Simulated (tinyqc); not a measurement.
# Circular transfer-length structure: two studies

A disc contact of radius r0 and a very wide ring contact from r1 = r0 + sp outwards lie on a thin layer; the metal has no resistance and the sheet resistance under the contacts equals Rsh.

Parameters, values chosen for the exercise:

| symbol | value | unit | meaning |
|---|---|---|---|
| Rsh | 1200 | ohm/sq | sheet resistance of the semiconductor layer |
| rc | 1.1e-5 | ohm cm^2 | specific contact resistivity |
| r0 | 6.8 | um | radius of the inner contact |
| sp | 6.4 | um | gap between the contacts |

Each table varies one quantity; the others keep the values above.

## Resistance against gap

Transfer length Lt = sqrt(rc/Rsh). R = (Rsh/2 pi) [(Lt/r0) I0(r0/Lt)/I1(r0/Lt) + ln(r1/r0) + (Lt/r1) K0(r1/Lt)/K1(r1/Lt)] with modified Bessel functions; for r0 >> Lt both ratios tend to 1. The last column is Rsh (sp + 2 Lt)/(2 pi r0).

Resistance against gap:
```
sp (um),R (ohm),large-radius form (ohm),linear form (ohm)
0.47,65.42,64.81,66.98
0.75,71.81,71.09,74.85
1.2,81.66,80.79,87.48
1.9,96.03,94.97,107.1
3,116.6,115.3,138.0
4.7,144.6,143.1,185.8
7.5,183.4,181.6,264.4
```

What does the table show?

R rises from 65.4 to 183 ohm. The linear form is 2.4 % above it in the first row and 44 % above it in the last, where ln(1 + sp/r0) has bent well below sp/r0. A straight line through the end rows, read with the linear form, gives Rsh = 717 ohm/sq and Lt = 1.71 um, against 1200 and 0.957.

## Effect of the inner radius

Same model as above.

Results:
```
r0 (um),r0/Lt,inner contact (ohm),rc/(pi r0^2) (ohm),Rsh Lt/(2 pi r0) (ohm)
0.36,0.37601,2749.2,2701.7,507.93
0.74,0.77290,686.01,639.41,247.10
1.5,1.5667,199.13,155.62,121.90
3.2,3.3423,68.646,34.193,57.142
14,14.623,13.532,1.7864,13.061
28,29.245,6.6452,0.44661,6.5305
```

Estimate the missing row, r0 = 6.6 um.

Computed row:
```
r0 (um),r0/Lt,inner contact (ohm),rc/(pi r0^2) (ohm),Rsh Lt/(2 pi r0) (ohm)
6.6,6.8935,29.974,8.0381,27.705
```

With this row back in the table: The inner contact goes as r0^(-1.93) between the first two rows, where it is 1.8 % above rc over the area, and as r0^(-1.03) between the last two, where it is 1.8 % above the rim form: a small disc uses its whole area, a large one only a rim of width Lt.

Program tinyqc, `OMP_NUM_THREADS=1 python tinyqc.py 2760056 2760057 out.jsonl`; Intel Xeon 2.30GHz, shared host, one thread, about 0.01 s.
